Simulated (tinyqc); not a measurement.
What moves the moment: Stoner model of a band ferromagnet.

Density of states per atom and spin: two humps, D(e) = (M/W) [1 - sp cos(4 pi e/W)]. Levels e -/+ I m/2 for up and down spin, m = n_up - n_down, n_up + n_down = nd. At zero temperature e(N) is the energy below which N states lie, and E(m) = sum over spins of integral e D de - I m^2/4.

Inputs chosen for the exercise:
- W = 4.5 eV (band width, e from -W/2 to W/2)
- M = 5 (states per atom and spin)
- nd = 7.4 (electrons per atom)
- sp = 0.24 (shape parameter)
- I = 0.86 eV (Stoner parameter)

Lowest state for each case.

One parameter was then changed.

Results before and after:

| case | I D(EF) | m (muB) | E - E(0) (meV) |
|---|---|---|---|
| base | 1.184 | 2.169 | -81.2 |
| changed | 1.287 | 2.600 | -178.2 |

Which of these changes was made? (a) I = 0.929 eV; (b) sp = 0.34; (c) nd = 7.1; (d) W = 4.14 eV.
Answer: (d) W = 4.14 eV. Of the candidates, run in turn, only this one gives the changed row.

All candidates:

| case | I D(EF) | m (muB) | E - E(0) (meV) |
|---|---|---|---|
| base | 1.184 | 2.169 | -81.2 |
| W = 4.14 eV | 1.287 | 2.600 | -178.2 |
| I = 0.929 eV | 1.279 | 2.600 | -184.0 |
| nd = 7.1 | 1.166 | 2.087 | -66.6 |
| sp = 0.34 | 1.279 | 2.289 | -134.7 |

Program tinyqc; command `OMP_NUM_THREADS=1 python tinyqc.py 1682133 1682134 out.jsonl`; about 0.4 s on one thread of a shared Intel(R) Xeon(R) Processor @ 2.30GHz.
